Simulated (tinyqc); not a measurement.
The gap of an alloy series: thresholds of impact ionisation and Auger recombination from band masses.

Parabolic bands, no phonon. At threshold the three slow carriers share one velocity. With M their total mass and m4 the mass of the fast carrier, the fast carrier has the kinetic energy E_T = G M/(M - m4) and the slow ones together E_a = G m4/(M - m4), the activation energy of the Auger rate. CCCH (fast electron): G = Eg, M = 2 me + mh, m4 = me. CHHS (hole into the split-off band): G = Eg - Dso, M = 2 mh + me, m4 = ms; this form holds for Eg > Dso (below, the process needs about Dso - Eg and is marked by a dash). CHHL (hole into the light band): G = Eg, M = 2 mh + me, m4 = ml. CHHH (fast heavy hole): G = Eg, M = 2 mh + me, m4 = mh.

Non-parabolic fast electron: E (1 + alpha E) = c k^2/me with alpha = (1 - me)^2/Eg; the slow carriers stay parabolic, so E_T = Eg + me E_T (1 + alpha E_T)/M, M = 2 me + mh (the root between Eg and 1.9 Eg).

Constants: kB = 8.617333262e-05 eV/K; hc = 1239.841984 eV nm.

Parameters, chosen for this exercise (near those of CdTe, gap at low temperature and not tied to T; not measured data): Eg = 1.647 eV (gap at Gamma to the s-like level); Dso = 0.923 eV (spin-orbit splitting); me = 0.0942 m0 (electron mass at Gamma); mh = 0.62 m0 (heavy-hole mass); ms = 0.292 m0 (split-off mass); ml = 0.1152 m0 (light-hole mass); T = 200 K (temperature).

Eg is varied with me and ml proportional to it; mh, ms and Dso are kept. E_a of three processes; wavelength hc/Eg.

Results:

| Eg (eV) | wavelength (micrometre) | me | CCCH (meV) | CCCH non-parabolic (meV) | CHHS (meV) | CHHL (meV) | log10 exp(-E_a/kT), non-parabolic |
|---|---|---|---|---|---|---|---|
| 0.494 | 2.51 | 0.0283 | 21.5 | 45.8 | - | 13.8 | -1.15 |
| 0.824 | 1.50 | 0.0471 | 58.2 | 128.9 | - | 38.6 | -3.25 |
| 1.235 | 1.00 | 0.0706 | 126.3 | 293.4 | 89.4 | 87.1 | -7.39 |
| 1.647 | 0.75 | 0.0942 | 217.2 | 528.1 | 202.8 | 155.6 | -13.31 |
| 2.059 | 0.60 | 0.1178 | 328.7 | 833.5 | 311.2 | 244.3 | -21.00 |
| 2.635 | 0.47 | 0.1507 | 515.3 | 1376.7 | 455.0 | 402.6 | -34.69 |
| 3.294 | 0.38 | 0.1884 | 767.7 | 2147.7 | 609.2 | 633.5 | -54.12 |

What can be read from this table?

E_a of CCCH goes nearly as Eg^2 (power 1.88 over the table), as both G and me grow; the non-parabolic value goes with the power 2.03, and its Boltzmann factor spans 53.0 decades; rows with E_a far above kT are formal, since phonon-assisted processes and side valleys rule there. CHHS is resonant at Eg = Dso = 0.923 eV, with no activation, and is the easiest process near there; it has the lowest E_a of the parabolic values for Eg = 3.294 eV.

Program tinyqc; command `OMP_NUM_THREADS=1 python tinyqc.py 1881184 1881185 out.jsonl`; about 0.01 s on one thread of a shared Intel(R) Xeon(R) Processor @ 2.30GHz.
